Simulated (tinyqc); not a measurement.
Inside a calculation. Model: tunnelling through a gate dielectric with the two-band (Franz) dispersion, WKB transmission and Tsu-Esaki current.

tinyqc, about 0.02 s, one thread, Intel Xeon 2.30GHz (shared host): `OMP_NUM_THREADS=1 python tinyqc.py 2540078 2540079 out.jsonl` Printed values are rounded.

Electrons leave the emitter at x = 0. Energies E (motion across the layers) are in eV from the emitter Fermi level; the collector Fermi level lies at -V and offers states at every E. No charge in the dielectric and no image force: F1 = V/t1, U = phi1 - F1 x. With C = hbar^2/(2 m0), kappa = sqrt(m u (1 - u/Egx)/C), u = U - E where U > E and 0 elsewhere; T(E) = exp(-S), S = 2 times the integral of kappa over x.

Parameters, values chosen for the exercise; dielectric values close to those of silicon dioxide:
- T = 350 K (temperature)
- Ef = 0.33 eV (Fermi energy of the emitter above its band bottom)
- me = 0.86 m0 (emitter mass in the supply function)
- phi1 = 2.99 eV (barrier of layer 1 above the emitter Fermi level at zero bias)
- m1 = 0.5 m0 (tunnelling mass of layer 1)
- t1 = 4.2 nm (thickness of layer 1)
- Egx = 9.5 eV (gap parameter of the two-band dispersion, set freely)
- V = 4.2 V (voltage across the dielectric)
- E = 0 eV (energy of the electron followed)
- nc = 7 (cells in each layer)
- Ea = -0.33 eV (lower end of the energy grid)
- Eb = 0.39 eV (upper end of the energy grid)
- nE = 15 (points of the energy grid)

Constants: q = 1.602176634e-19 C, kB = 1.380649e-23 J/K, hbar = 1.054571817e-34 J s, m0 = 9.1093837015e-31 kg, Vt = kB T/q, hbar^2/(2 m0) = 0.0380998212 eV nm^2. Results are converted to the units shown.

## Fields and band edges

F1 = V/t1, U = phi1 - F1 x.

F1 = 10 MV/cm
U at x = t1 = -1.21 eV

## WKB exponent by the midpoint rule

Cut each layer into nc equal cells, take U and kappa at the cell centres, and sum S = 2 sum kappa h.

| cell | x (nm) | U (eV) | kappa (1/nm) |
|---|---|---|---|
| 0 | 0.30000 | 2.69000 | 5.03050 |
| 1 | 0.90000 | 2.09000 | 4.62534 |
| 2 | 1.50000 | 1.49000 | 4.06042 |
| 3 | 2.10000 | 0.89000 | 3.25356 |
| 4 | 2.70000 | 0.29000 | 1.92084 |
| 5 | 3.30000 | -0.31000 | 0.00000 |
| 6 | 3.90000 | -0.91000 | 0.00000 |

S = 22.6688
T(E) = 1.42912e-10

## WKB exponent in closed form

Each layer adds (2/F) sqrt(m/C) [G(u at its left edge) - G(u at its right edge)] to S, with u = U - E (0 where negative) and G(u) = Egx^1.5 (th - sin(4 th)/4)/4, th = arcsin sqrt(u/Egx). The slope follows from 1/d = -dS/dE.

S = 22.4630
T(E) = 1.75573e-10
energy d over which T(E) grows by a factor e = 0.096423 eV

The midpoint rule gives S = 22.669, so its T(E) is 19 % below this value. The band edge of layer 1 drops below E inside the layer: the barrier there is triangular (the Fowler-Nordheim case).

## Current density on a coarse energy grid

J = J0 times the integral of T(E) N(E) dE, N = ln[(1 + exp(-E/Vt))/(1 + exp((-E - V)/Vt))], J0 = q^2 me m0 kB T/(2 pi^2 hbar^3) (times 1e-4 for A/cm^2 per eV), by Simpson's rule on nE equally spaced points from Ea to Eb.

| point | E (eV) | T(E) | N | T(E) N |
|---|---|---|---|---|
| 0 | -0.330000 | 5.46416e-12 | 10.9414 | 5.97856e-11 |
| 1 | -0.278571 | 9.43863e-12 | 9.23635 | 8.71784e-11 |
| 2 | -0.227143 | 1.62708e-11 | 7.53163 | 1.22545e-10 |
| 3 | -0.175714 | 2.79890e-11 | 5.82889 | 1.63144e-10 |
| 4 | -0.124286 | 4.80408e-11 | 4.13689 | 1.98739e-10 |
| 5 | -0.072857 | 8.22703e-11 | 2.50118 | 2.05773e-10 |
| 6 | -0.021429 | 1.40556e-10 | 1.11020 | 1.56046e-10 |
| 7 | 0.030000 | 2.39549e-10 | 0.314697 | 7.53854e-11 |
| 8 | 0.081429 | 4.07231e-10 | 0.0650545 | 2.64922e-11 |
| 9 | 0.132857 | 6.90481e-10 | 0.0121423 | 8.38405e-12 |
| 10 | 0.184286 | 1.16759e-9 | 0.00221779 | 2.58946e-12 |
| 11 | 0.235714 | 1.96886e-9 | 4.03437e-4 | 7.94312e-13 |
| 12 | 0.287143 | 3.31048e-9 | 7.33346e-5 | 2.42773e-13 |
| 13 | 0.338571 | 5.54980e-9 | 1.33286e-5 | 7.39708e-14 |
| 14 | 0.390000 | 9.27542e-9 | 2.42240e-6 | 2.24688e-14 |

J0 = 4.19760e8 A/(cm^2 eV)
J = 0.0232863 A/cm^2

The integrand peaks at E = -0.0729 eV among these points. A converged quadrature from -Ef to above the barrier gives 0.02330 A/cm^2; this grid is 0.053 % below that.
